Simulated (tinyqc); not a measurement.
Worked calculation: hydrogen passivation and dissociation of interface defects with a spread of activation energies. Computed by tinyqc, a small Python program that keeps every step. Command: `OMP_NUM_THREADS=1 python tinyqc.py 3010206 3010207 out.jsonl passivation walk`. One thread of a shared host (Intel(R) Xeon(R) Processor @ 2.30GHz), about 0.01 s of CPU time with the checks. Intermediate numbers are printed to about 6 digits and carried at full precision; extremes and crossings named in words are read from the listed rows.

All defects start passivated and lose hydrogen by HP -> P + H; no hydrogen is supplied. Activation energies are normally distributed.

Inputs (values chosen for the exercise, for a model interface):

| quantity | value | unit |
|---|---|---|
| defect density N_0 | 5.6e+11 | cm^-2 |
| mean dissociation energy E_d | 2.87 | eV |
| spread s_d | 0.095 | eV |
| prefactor k_d0 | 2.3e+13 | 1/s |
| anneal temperature T | 580 | K |
| anneal time t | 8000 | s |

Ambient: vacuum.

Constants: k_B = 8.617333262e-05 eV/K.

## Sites at the mean energies

b = k_d0 exp(-E_d/k_B T); the active share of one kind of site is 1 - exp(-b t).

dissociation rate b = 2.65164e-12 1/s

active share, single energy = 2.12131e-08

## A five-point average

Gauss-Hermite nodes for a unit normal variable, z = 0, +/-1.355626, +/-2.856970 with weights 0.533333, 0.222076, 0.011257; the energy is E_d + s_d z.

Nodes:

| z | weight | energy (eV) | rate (1/s) | active share |
|---|---|---|---|---|
| -2.856970 | 0.011257 | 2.59859 | 6.05187e-10 | 4.84148e-06 |
| -1.355626 | 0.222076 | 2.74122 | 3.48786e-11 | 2.79028e-07 |
| 0.000000 | 0.533333 | 2.87000 | 2.65164e-12 | 2.12131e-08 |
| 1.355626 | 0.222076 | 2.99878 | 2.01591e-13 | 1.61273e-09 |
| 2.856970 | 0.011257 | 3.14141 | 1.16183e-14 | 9.29460e-11 |

active share, five points = 1.28139e-07

Caution: the spread exceeds 1.3 k_B T, so the integrand is step-like and five points are a rough average.

## Average over the spread

Full average: z from -5 to 5 in steps of 0.125 with normalised weights exp(-z^2/2), energy = mean + spread x z.

active share = 1.29056e-07

active defects = 72271.4 cm^-2

The spread changes the active share from 2.12e-8 to 1.29e-7: the weakly bound tail dissociates first.

## Isochronal anneals

The formulas are those given above.

Same time, other temperatures:

| T (K) | b (1/s) | active share, single energy | active share, spread |
|---|---|---|---|
| 700 | 4.99617e-08 | 3.99614e-04 | 1.37042e-03 |
| 750 | 1.19173e-06 | 9.48851e-03 | 2.56169e-02 |
| 800 | 1.91216e-05 | 1.41847e-01 | 2.30118e-01 |
| 850 | 2.21343e-04 | 8.29793e-01 | 7.30854e-01 |
| 900 | 1.95180e-03 | 1.00000e+00 | 9.80194e-01 |
| 950 | 1.36865e-02 | 1.00000e+00 | 9.99807e-01 |
| 1000 | 7.89886e-02 | 1.00000e+00 | 1.00000e+00 |
| 1050 | 3.85775e-01 | 1.00000e+00 | 1.00000e+00 |
| 1100 | 1.63113e+00 | 1.00000e+00 | 1.00000e+00 |

Hydrogen is lost over a window: solving the same formulas, the share goes from 10 to 90 % within 95 K with the spread and 63 K without, since weakly bound sites go early and strongly bound ones late; half is lost near 828 K, where k_B T ln(k_d0 t) is about E_d.

## Isothermal kinetics

Times are decades about 1/b of the mean site. The last column is the part of the change still to come; rows stop once it is below 1e-5.

Against time:

| t (s) | active share, single energy | active share, spread | unreacted part |
|---|---|---|---|
| 4.00e+08 | 1.06009e-03 | 0.006003 | 9.93997e-01 |
| 4.00e+09 | 1.05505e-02 | 0.046014 | 9.53986e-01 |
| 4.00e+10 | 1.00634e-01 | 0.225922 | 7.74078e-01 |
| 4.00e+11 | 6.53772e-01 | 0.600758 | 3.99242e-01 |
| 4.00e+12 | 9.99975e-01 | 0.905249 | 9.47511e-02 |
| 4.00e+13 | 1.00000e+00 | 0.991824 | 8.17615e-03 |
| 4.00e+14 | 1.00000e+00 | 0.999778 | 2.22397e-04 |

A single energy finishes within about two decades of time. With the spread the unreacted part is 0.95 at 4e9 s and still 0.095 at 4e12 s, where one energy leaves 2.5e-5: a width of s/k_B T = 1.90 in ln(rate) stretches the decay markedly. Times above 1e9 s (about 30 years) are only formal.

Checks made by the program: the average on a grid twice as fine (relative difference 9e-05).
